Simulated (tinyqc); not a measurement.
# ESD clamp with bipolar snapback, compact model and design window: what changes with what

The drain junction multiplies the current that enters it: Igen = (M - 1)(Ic + I0), M = 1/(1 - (Vj/BV)^n). The generated holes leave through the substrate resistance and the base of the parasitic npn: Igen = Vb/Rb + Ic/be, Ic = Is exp(Vb/Vt). Terminal current I = Ic + I0 + Igen and voltage V = Vj + I Ro, per width. Isothermal, constant gain.

Inputs (values chosen for the exercise); values close to those of grounded-gate n-channel clamps: temperature T = 300 K; junction breakdown voltage BV = 7.3 V; exponent of the multiplication n = 2.6; current gain of the parasitic npn be = 10.9; saturation current Is = 1.1e-18 A/um; junction leakage I0 = 2.4e-12 A/um; substrate resistance Rb = 48000 ohm um; drain ballast and contact resistance Ro = 480 ohm um; failure current for 100 ns It2 = 9.1 mA/um.

Constants: q = 1.602176634e-19 C, kB = 1.380649e-23 J/K, Vt = kB T/q. Results are converted to the units shown.

Each table varies one quantity; the others keep the values above.

## Failure current against pulse length

Power to failure goes as 1/t for pulses shorter than ta = 22 ns (adiabatic) and as 1/sqrt(t) beyond: Pf = P100 sqrt(100 ns/t) for t > ta and Pf(ta) ta/t below, with P100 = Vt2 It2 at 100 ns. The failure current solves V I = Pf on the curve (I(Vb), V(Vb)). For given Vb: Ic, Igen, M = 1 + Igen/(Ic + I0), Vj = BV (1 - 1/M)^(1/n), I and V. Vt1 is the maximum of V along the curve, Vh the following minimum, Vt2 the voltage at I = It2.

Failure current against pulse length:
```
t (ns),Pf (mW/um),failure current (mA/um),V at failure (V),energy (nJ/um)
1,3077,77.18,39.87,3.077
2,1539,53.75,28.62,3.077
5,615.4,32.99,18.66,3.077
10,307.7,22.55,13.65,3.077
20,153.9,15.20,10.13,3.077
50,92.78,11.26,8.241,4.639
100,65.61,9.100,7.209,6.561
200,46.39,7.303,6.353,9.278
500,29.34,5.389,5.445,14.67
```

The failure current falls from 77.2 to 5.39 mA/um, as t^(-0.52) at the start and t^(-0.33) at the end, more slowly than the power since V rises with I. The voltage at failure falls from 39.9 to 5.44 V.

## Effect of the substrate resistance

Same model as above.

It1 and Ih are the currents at Vt1 and Vh.

Effect of the substrate resistance:
```
Rb (ohm um),Vt1 (V),It1 (uA/um),Vh (V),Ih (uA/um),Vt2 (V),Vt2 - Vt1 (V)
4800,7.363,137.7,4.630,1647,7.423,0.05965
10000,7.328,62.06,4.113,1216,7.303,-0.02579
22000,7.312,26.26,3.712,862.2,7.239,-0.07302
48000,7.305,11.15,3.431,603.9,7.209,-0.09560
1e5,7.302,4.955,3.246,427.3,7.196,-0.1059
2.2e5,7.301,2.057,3.107,292.1,7.190,-0.1112
4.8e5,7.300,0.8546,3.013,199.3,7.187,-0.1137
```

As Rb goes from 4800 to 4.8e5 ohm um, Vt1 falls from 7.36 to 7.30 V, It1 falls from 138 to 0.855 uA/um, Vh falls from 4.63 to 3.01 V and Vt2 falls from 7.42 to 7.19 V. Vt2 exceeds Vt1, the condition for all fingers to turn on, in 1 of the 7 rows. It1 goes as Rb^(-1.10); the product It1 Rb, close to the base voltage at the trigger, goes from 0.661 to 0.410 V.

## Effect of the exponent of the multiplication

Same model as above.

Effect of the exponent of the multiplication:
```
n,Vt1 (V),It1 (uA/um),Vh (V),Ih (uA/um),Vt2 (V),Vt2 - Vt1 (V)
2,7.305,11.00,2.729,607.0,6.509,-0.7960
2.5,7.305,11.13,3.327,605.7,7.104,-0.2008
3,7.305,11.23,3.805,593.7,7.590,0.2853
3.5,7.305,11.32,4.191,577.4,7.990,0.6846
4,7.305,11.40,4.508,559.6,8.321,1.016
4.5,7.305,11.46,4.772,541.7,8.600,1.295
5,7.305,11.52,4.994,524.4,8.837,1.532
5.5,7.305,11.58,5.184,507.8,9.041,1.736
6,7.305,11.63,5.347,492.1,9.218,1.913
```

What does the comparison show?

As n goes from 2 to 6, Vt1 stays near 7.31 V, It1 rises from 11.0 to 11.6 uA/um, Vh rises from 2.73 to 5.35 V and Vt2 rises from 6.51 to 9.22 V. Vt2 exceeds Vt1, the condition for all fingers to turn on, in 7 of the 9 rows.

Computed by the program tinyqc: `OMP_NUM_THREADS=1 python tinyqc.py 2670105 2670106 out.jsonl`, one thread of a shared Intel Xeon 2.30GHz, about 0.02 s for the whole run.
